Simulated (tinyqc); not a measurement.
# Two channel transmissions from conductance and noise

Inverse problem. A contact has two spin-degenerate channels: G = (2 q^2/h)(T1 + T2), Fano factor F = [T1 (1 - T1) + T2 (1 - T2)]/(T1 + T2), T1 > T2. Find T1 and T2.

G in units of 2 q^2/h = 0.91
Fano factor = 0.42362637

Solution. With g = T1 + T2, T1^2 + T2^2 = g (1 - F), so (T1 - T2)^2 = 2 g (1 - F) - g^2.

T1 = 0.690
T2 = 0.220

Numbers from tinyqc (`OMP_NUM_THREADS=1 python tinyqc.py 2740010 2740011 out.jsonl`; about 0.03 s on one thread of a shared Intel Xeon 2.30GHz).
